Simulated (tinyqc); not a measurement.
# Resonant-tunnelling diode, transfer matrices and Tsu-Esaki current, step by step

Computed by the program tinyqc: `OMP_NUM_THREADS=1 python tinyqc.py 2600133 2600134 out.jsonl`, one thread of a shared Intel Xeon 2.30GHz, about 0.2 s for the whole run. Printed values are rounded.

Emitter (band edge 0), barrier d1, well Lw, barrier d2, collector (edge -V). The bias drops linearly over these layers and none in the contacts; each layer is cut into ns equal slices, flat at the value of their centres. E is the energy of motion across the layers, C = hbar^2/(2 m0), psi and psi'/m are continuous. Transport is coherent, T(E) is taken as independent of the transverse momentum, and charge in the well is ignored.

Inputs (values chosen for the exercise); masses and offsets close to those of GaAs wells and AlGaAs barriers:
```
symbol    value  unit                                               meaning
T           300     K                                           temperature
mw        0.066    m0                 mass in the well, spacer and contacts
U1         0.25    eV                                        barrier height
m1        0.091    m0                                          barrier mass
d1          3.8    nm                                       emitter barrier
Lw          6.8    nm                                            well width
d2          4.3    nm                                     collector barrier
ns            1                                        slices in each layer
Ef        0.047    eV  Fermi energy of both contacts above their band edges
V         0.048     V                                 bias of the collector
E       0.02891    eV                                          trial energy
```

Constants: q = 1.602176634e-19 C, kB = 1.380649e-23 J/K, hbar = 1.054571817e-34 J s, m0 = 9.1093837015e-31 kg, Vt = kB T/q, hbar^2/(2 m0) = 0.0380998212 eV nm^2. Results are converted to the units shown.

## Slices under bias

U = edge of the layer - V x/Lt at the centre x of each slice, Lt the summed thickness.

```
slice      U (eV)  m (m0)  width (nm)
0       0.2438792   0.091         3.8
1      -0.0231946   0.066         6.8
2       0.2089262   0.091         4.3
```

## Running product of the slice matrices at the trial energy

For the pair (psi, psi'/m) a flat layer has M = [[cos kd, (m/k) sin kd], [-(k/m) sin kd, cos kd]] with k = sqrt(m (E - U)/C) above its edge U, and M = [[cosh Kd, (m/K) sinh Kd], [(K/m) sinh Kd, cosh Kd]] with K = sqrt(m (U - E)/C) below it. Later slices stand to the left. With M acting on (psi, psi'/m) and v = k/m in each lead, T(E) = 4 vL vR/[(vL vR M12 - M21)^2 + (vR M11 + vL M22)^2]. vL = sqrt(mw E/C)/mw, vR = sqrt(mw (E + V)/C)/mw.

Product after each layer:
```
                 M11   M12 (nm)  M21 (1/nm)        M22
barrier d1  7.645011  0.9625530    59.68106   7.645011
well        8.199447   1.057951   -58.13606  -7.379171
barrier d2  1.586247  0.3460822    4.440055   1.599136
```

T(E) = 0.3646591

## Transmission at three energies near the peak

three energies (eV): 0.029016  0.029146  0.029276

The same product at each energy.

T(E) at these energies: 0.6302646  0.9883526  0.7442940

## Breit-Wigner parameters from a parabola through 1/T(E)

Near a resonance 1/T(E) = (1/Tp) [1 + (2 (E - Er)/G)^2]. With y = 1/T(E) at E0 - h, E0, E0 + h: a = (y1 + y3 - 2 y2)/(2 h^2), b = (y3 - y1)/(2 h), Er = E0 - b/(2 a), 1/Tp = y2 - b^2/(4 a), G = 2 sqrt(1/(Tp a)), tau = hbar/G.

Er = 0.02916343 eV
Tp = 0.9963752
G = 0.3868691 meV
tau = 1701.382 fs

The true maximum of T(E) lies at 0.029163 eV with height 0.9959 and full width 0.3876 meV; the fitted G is 0.19 % below that width.

## Current from the resonance alone

J = J0 times the integral over E > 0 of T(E) N(E), N = ln[(1 + exp((Ef - E)/Vt))/(1 + exp((Ef - V - E)/Vt))], J0 = q^2 mw m0 kB T/(2 pi^2 hbar^3) (times 1e-4 for A/cm^2 per eV). For a sharp resonance J = J0 (pi G/2) Tp N(Er), with Er the peak energy, Tp the peak transmission and G the full width at half maximum (in eV). The three values given are estimates from a parabola through three points of 1/T(E).

J0 = 2.761214e7 A/(cm^2 eV)
N(Er) = 0.8254092
J = 13.79991 kA/cm^2

The full integral over T(E) gives 15.81 kA/cm^2; the value above is 13 % below it. With the exact position, height and width of the peak (Er = 0.029163 eV, Tp = 0.9959, G = 0.3876 meV) the formula is 13 % below it.
